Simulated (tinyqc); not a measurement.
Minority carriers and saturation current of a heavily doped emitter: one step of the calculation.

n-type, parabolic bands, full ionisation. eta = (EF - Ec)/kB T solves N = Nc F12(eta), F12(x) = (2/sqrt(pi)) int_0^infinity sqrt(u)/(1 + exp(u - x)) du. The gap shrinks rigidly by dEg = E1 [ln(N/N0) + sqrt(ln^2(N/N0) + 0.5)], an empirical law that is here taken as the true narrowing.

Problem. Saturation current. 1/tau = Cn N^2 + 1/ts, D = mup Vt, L = sqrt(D tau); J0 = (q p0 D/L)(s + tanh(W/L))/(1 + s tanh(W/L)), s = S L/D; the share recombining inside is 1 - 1/[cosh(W/L)(1 + tanh(W/L)/s)].

Values chosen for this exercise; band and dielectric values close to those of silicon:
- T = 300 K (temperature)
- N = 1e20 cm^-3 (ionised donor density)
- mup = 110 cm^2/(V s) (minority-hole mobility)
- Cn = 1.9e-31 cm^6/s (Auger coefficient)
- ts = 8 us (defect lifetime)
- W = 190 nm (emitter width)
- S = 1.3e6 cm/s (recombination velocity at the contact)

Constants: q = 1.602176634e-19 C, kB = 1.380649e-23 J/K, Vt = kB T/q. Results are converted to the units shown.

p0 = 62.587204 cm^-3

Find: tau; L; s; J0; share recombining inside.

Solution.

tau = 0.5263 ns
L = 386.9 nm
s = 17.69
J0 = 1478 fA/cm^2
share recombining inside = 13.19 %

The emitter is transparent: most holes reach the contact.

Range of the model: Band tails, non-parabolic bands and incomplete ionisation are left out.

Computed by the program tinyqc: `OMP_NUM_THREADS=1 python tinyqc.py 2330163 2330164 out.jsonl`, one thread of a shared Intel Xeon 2.30GHz, about 0.01 s for the whole run.
